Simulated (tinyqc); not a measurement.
Inside a calculation. Method: Hueckel theory of the pi electrons with the omega technique, for the molecule Bc1cccccc1=O (SMILES; centres numbered as the heavy atoms are written). Computed by tinyqc, a small Python program that keeps every step. Settings: charge = 0, omega = 1.0, damping = 0.7. Command: `OMP_NUM_THREADS=1 python tinyqc.py 22261 22262 out.jsonl` (the two numbers bound the seeds that draw the settings). One thread of a shared host (Intel(R) Xeon(R) Processor @ 2.60GHz), about 0.01 s of CPU time with the checks.

## The Hueckel matrix

Centres:

| centre | z_r, pi electrons of the neutral centre | h |
|---|---|---|
| 1B | 0 | -1.00000 |
| 2C | 1 | 0.00000 |
| 3C | 1 | 0.00000 |
| 4C | 1 | 0.00000 |
| 5C | 1 | 0.00000 |
| 6C | 1 | 0.00000 |
| 7C | 1 | 0.00000 |
| 8C | 1 | 0.00000 |
| 9O | 1 | 1.00000 |

Bonds:

| i | j | k |
|---|---|---|
| 1 | 2 | 0.70000 |
| 2 | 3 | 1 |
| 3 | 4 | 1 |
| 4 | 5 | 1 |
| 5 | 6 | 1 |
| 6 | 7 | 1 |
| 7 | 8 | 1 |
| 8 | 9 | 1 |
| 8 | 2 | 1 |

H_rr = alpha + h_r beta, H_rs = k_rs beta for bonded centres.

Hueckel matrix in units of beta (H = alpha + beta A), lower triangle:
```
          1B       2C       3C       4C       5C       6C       7C       8C
1B  -1.00000
2C   0.70000  0.00000
3C   0.00000  1.00000  0.00000
4C   0.00000  0.00000  1.00000  0.00000
5C   0.00000  0.00000  0.00000  1.00000  0.00000
6C   0.00000  0.00000  0.00000  0.00000  1.00000  0.00000
7C   0.00000  0.00000  0.00000  0.00000  0.00000  1.00000  0.00000
8C   0.00000  1.00000  0.00000  0.00000  0.00000  0.00000  1.00000  0.00000
9O   0.00000  0.00000  0.00000  0.00000  0.00000  0.00000  0.00000  1.00000

         9O
9O  1.00000
```

## Orbitals, round 1

pi electrons, sum of z_r less the charge = 8

Diagonalise; E = alpha + x beta with beta < 0, so the largest x are filled first; degenerate levels share their electrons. P = sum n_i c_ri c_si; each orbital has its largest coefficient positive (the first on a tie).

x values: 2.22056  1.61803  1.28754  0.75524  -0.27860  -0.61803  -1.12309  -1.81712  -2.04453

occupations: 2.00000  2.00000  2.00000  2.00000  0.00000  0.00000  0.00000  0.00000  0.00000

coefficients:
```
        MO1       MO2       MO3       MO4       MO5       MO6       MO7       MO8
1B  0.08502   0.00000  -0.13686  -0.14904  -0.40900   0.00000   0.80147   0.08876
2C  0.39114   0.00000  -0.44724  -0.37372  -0.42151   0.00000  -0.14093  -0.10361
3C  0.27580   0.30353  -0.49649  -0.01886   0.31256   0.49112  -0.15535   0.30721
4C  0.22129   0.49112  -0.19202   0.35948   0.33443  -0.30353   0.31540  -0.45464
5C  0.21559   0.49112   0.24926   0.29035  -0.40573  -0.30353  -0.19887   0.51891
6C  0.25744   0.30353   0.51295  -0.14019  -0.22139   0.49112  -0.09205  -0.48829
7C  0.35607   0.00000   0.41118  -0.39623   0.46741   0.00000   0.30225   0.36837
8C  0.53324  -0.30353   0.01646  -0.15906   0.09117  -0.49112  -0.24740  -0.18108
9O  0.43688  -0.49112   0.05725   0.64983  -0.07131   0.30353   0.11653   0.06428

         MO9
1B  -0.36648
2C   0.54686
3C  -0.35711
4C   0.18327
5C  -0.01759
6C  -0.14731
7C   0.31877
8C  -0.50442
9O   0.16568
```

charge and bond-order matrix P, lower triangle:
```
          1B        2C        3C        4C        5C        6C        7C       8C
1B   0.09634
2C   0.30032   0.98536
3C   0.18841   0.67395   0.83012
4C  -0.01697   0.07617   0.59731   0.91253
5C  -0.11812  -0.27133   0.15859   0.69085   0.86824
6C  -0.05484  -0.15265  -0.17780   0.11430   0.58346   0.88236
7C   0.06611   0.20692  -0.19694  -0.28519   0.12842   0.71627   0.90572
8C   0.13357   0.52130   0.09953  -0.18282  -0.15238   0.15177   0.51932  0.80409
9O  -0.13509  -0.19516  -0.13852   0.15616   0.11187  -0.19668  -0.15677  0.55923

         9O
9O  1.71525
```

## Omega technique, round 1

h_r = h_r(0) + omega q_r, omega = 1, with q_r = z_r - P_rr; 0.7 of the old diagonal is kept.

matrix after round 1, lower triangle:
```
          1B       2C       3C       4C       5C       6C       7C       8C
1B  -1.02890
2C   0.70000  0.00439
3C   0.00000  1.00000  0.05097
4C   0.00000  0.00000  1.00000  0.02624
5C   0.00000  0.00000  0.00000  1.00000  0.03953
6C   0.00000  0.00000  0.00000  0.00000  1.00000  0.03529
7C   0.00000  0.00000  0.00000  0.00000  0.00000  1.00000  0.02829
8C   0.00000  1.00000  0.00000  0.00000  0.00000  0.00000  1.00000  0.05877
9O   0.00000  0.00000  0.00000  0.00000  0.00000  0.00000  0.00000  1.00000

         9O
9O  0.78543
```

## Orbitals, round 2

As before.

x values: 2.21699  1.60035  1.31762  0.67001  -0.26055  -0.60014  -1.13293  -1.78330  -2.02804

occupations: 2.00000  2.00000  2.00000  2.00000  0.00000  0.00000  0.00000  0.00000  0.00000

coefficients:
```
        MO1       MO2       MO3       MO4       MO5       MO6       MO7       MO8
1B  0.08621  -0.01704  -0.12944  -0.15180  -0.39231  -0.00407   0.80082   0.09484
2C  0.39977  -0.06400  -0.43392  -0.36841  -0.43062  -0.00250  -0.11901  -0.10221
3C  0.29830   0.27767  -0.50565  -0.05890   0.31883   0.48097  -0.16497   0.30242
4C  0.24634   0.49422  -0.20657   0.33195   0.33130  -0.31067   0.31432  -0.45252
5C  0.24138   0.50029   0.23889   0.27260  -0.41384  -0.28637  -0.19938   0.51642
6C  0.27925   0.28664   0.51190  -0.16008  -0.20711   0.49385  -0.08056  -0.48883
7C  0.36786  -0.05169   0.41753  -0.37421   0.47512  -0.02744   0.29349   0.37256
8C  0.52589  -0.36789   0.02643  -0.08006   0.06988  -0.47661  -0.26025  -0.18609
9O  0.36736  -0.45144   0.04967   0.69368  -0.06681   0.34398   0.13566   0.07245

         MO9
1B  -0.38503
2C   0.54956
3C  -0.35086
4C   0.17988
5C  -0.01866
6C  -0.14129
7C   0.31020
8C  -0.49657
9O   0.17650
```

charge and bond-order matrix P, lower triangle:
```
          1B        2C        3C        4C        5C        6C        7C       8C
1B   0.09504
2C   0.29530   0.97586
3C   0.19076   0.68518   0.85047
4C  -0.02166   0.06838   0.59123   0.91560
5C  -0.12004  -0.27923   0.14812   0.69571   0.87987
6C  -0.04554  -0.13971  -0.17305   0.10315   0.57892   0.89561
7C   0.07071   0.21412  -0.18740  -0.29078   0.12134   0.72309   0.90471
8C   0.12068   0.50362   0.09214  -0.16861  -0.14524   0.13551   0.50693  0.83803
9O  -0.14473  -0.20272  -0.16349   0.17478   0.12757  -0.22487  -0.16075  0.61009

         9O
9O  1.64482
```

## Omega technique, round 2

As before.

matrix after round 2, lower triangle:
```
          1B       2C       3C       4C       5C       6C       7C       8C
1B  -1.04874
2C   0.70000  0.01032
3C   0.00000  1.00000  0.08053
4C   0.00000  0.00000  1.00000  0.04369
5C   0.00000  0.00000  0.00000  1.00000  0.06371
6C   0.00000  0.00000  0.00000  0.00000  1.00000  0.05602
7C   0.00000  0.00000  0.00000  0.00000  0.00000  1.00000  0.04839
8C   0.00000  1.00000  0.00000  0.00000  0.00000  0.00000  1.00000  0.08973
9O   0.00000  0.00000  0.00000  0.00000  0.00000  0.00000  0.00000  1.00000

         9O
9O  0.65635
```

## Convergence

Each round sets h_r = h_r(0) + omega (z_r - P_rr), keeping the share named as damping of the old diagonal; repeat until output and input diagonals agree to 1e-6.

Rounds:

| round | sum n x | largest \|h(out) - h(in)\| |
|---|---|---|
| 1 | 11.76274 | 7.15e-01 |
| 2 | 11.60994 | 4.30e-01 |
| 3 | 11.53071 | 2.48e-01 |
| 4 | 11.49116 | 1.39e-01 |
| 5 | 11.47198 | 7.66e-02 |
| 6 | 11.46298 | 4.20e-02 |
| 7 | 11.45895 | 2.30e-02 |
| 8 | 11.45729 | 1.26e-02 |
| 9 | 11.45673 | 6.95e-03 |
| 10 | 11.45665 | 3.85e-03 |
| 11 | 11.45675 | 2.14e-03 |
| 12 | 11.45690 | 1.43e-03 |
| 13 | 11.45705 | 9.60e-04 |
| 14 | 11.45717 | 6.46e-04 |
| 15 | 11.45727 | 4.35e-04 |
| 16 | 11.45734 | 2.92e-04 |
| 17 | 11.45739 | 1.96e-04 |
| 18 | 11.45743 | 1.32e-04 |
| 19 | 11.45745 | 8.85e-05 |
| 20 | 11.45747 | 5.95e-05 |
| 21 | 11.45748 | 3.99e-05 |
| 22 | 11.45749 | 2.68e-05 |
| 23 | 11.45750 | 1.80e-05 |
| 24 | 11.45750 | 1.21e-05 |
| 25 | 11.45750 | 8.10e-06 |
| 26 | 11.45751 | 5.44e-06 |
| 27 | 11.45751 | 3.65e-06 |
| 28 | 11.45751 | 2.45e-06 |
| 29 | 11.45751 | 1.64e-06 |
| 30 | 11.45751 | 1.10e-06 |
| 31 | 11.45751 | 7.40e-07 |

Converged in 31 rounds.

## Energy, charges, bond orders

final x values: 2.22869  1.59178  1.36699  0.54128  -0.22720  -0.59427  -1.16244  -1.73240  -2.01244

occupations: 2.00000  2.00000  2.00000  2.00000  0.00000  0.00000  0.00000  0.00000  0.00000

final P, lower triangle:
```
          1B        2C        3C        4C        5C        6C        7C       8C
1B   0.09224
2C   0.28783   0.97087
3C   0.19520   0.70717   0.87978
4C  -0.02949   0.05393   0.57450   0.92720
5C  -0.12309  -0.29435   0.12859   0.70925   0.89995
6C  -0.02979  -0.11721  -0.15700   0.08201   0.56423   0.91695
7C   0.07607   0.22428  -0.16962  -0.30286   0.10861   0.73911   0.91284
8C   0.09708   0.47044   0.07281  -0.13868  -0.12658   0.10147   0.48263  0.88943
9O  -0.15135  -0.20327  -0.20508   0.20040   0.14986  -0.26865  -0.15752  0.68794

         9O
9O  1.51074
```

E = sum n x; q_r = z_r - P_rr; bond order p = P_rs; free valence = sqrt(3) - sum of p over the bonds of the atom.

pi energy = 8 alpha + this times beta = 11.45751

pi charges: 1B -0.09224, 2C 0.02913, 3C 0.12022, 4C 0.07280, 5C 0.10005, 6C 0.08305, 7C 0.08716, 8C 0.11057, 9O -0.51074

Bond orders and lengths from R = 1.517 - 0.180 p (angstrom, C-C alone):

| bond | p | R |
|---|---|---|
| 1-2 | 0.28783 | - |
| 2-3 | 0.70717 | 1.38971 |
| 3-4 | 0.57450 | 1.41359 |
| 4-5 | 0.70925 | 1.38934 |
| 5-6 | 0.56423 | 1.41544 |
| 6-7 | 0.73911 | 1.38396 |
| 7-8 | 0.48263 | 1.43013 |
| 8-9 | 0.68794 | - |
| 8-2 | 0.47044 | 1.43232 |

free valence of the carbons: 2C 0.26661, 3C 0.45039, 4C 0.44831, 5C 0.45858, 6C 0.42871, 7C 0.51031, 8C 0.09105

gap between the highest filled and the next level = 0.76848 |beta|
